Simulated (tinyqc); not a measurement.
Six-band Luttinger-Kohn model with strain: one step. Strain from a uniaxial [001] stress.

Parameters, chosen for this exercise (near those of AlAs; not measured data):
- C11 = 124.3 GPa
- C12 = 53.2 GPa
- C44 = 54.7 GPa
- load = uniaxial [001] (kind of stress)
- X = 0.84 GPa (stress)

Question. s11 = (C11 + C12)/((C11 - C12)(C11 + 2 C12)), s12 = -C12/((C11 - C12)(C11 + 2 C12)), s44 = 1/C44; exx = s11 sxx + s12 (syy + szz) and cyclic, exy = s44 sxy/2; tension is positive. A uniaxial stress X along the unit vector n is s_ij = X n_i n_j.

Give: s11, s12, s44; strain tensor.

Answer.

s11, s12, s44 (1/TPa): 10.8213  -3.2434  18.2815

strain tensor:
```
,x,y,z
x,-0.002724,0.000000,0.000000
y,0.000000,-0.002724,0.000000
z,0.000000,0.000000,0.009090
```

The volume changes by +0.364 %; there is no shear in the cubic axes, so d does not enter.

Run: tinyqc, `OMP_NUM_THREADS=1 python tinyqc.py 1080478 1080479 out.jsonl`; Intel(R) Xeon(R) Processor @ 2.30GHz, one thread, shared host; about 0.08 s of CPU time with all checks.
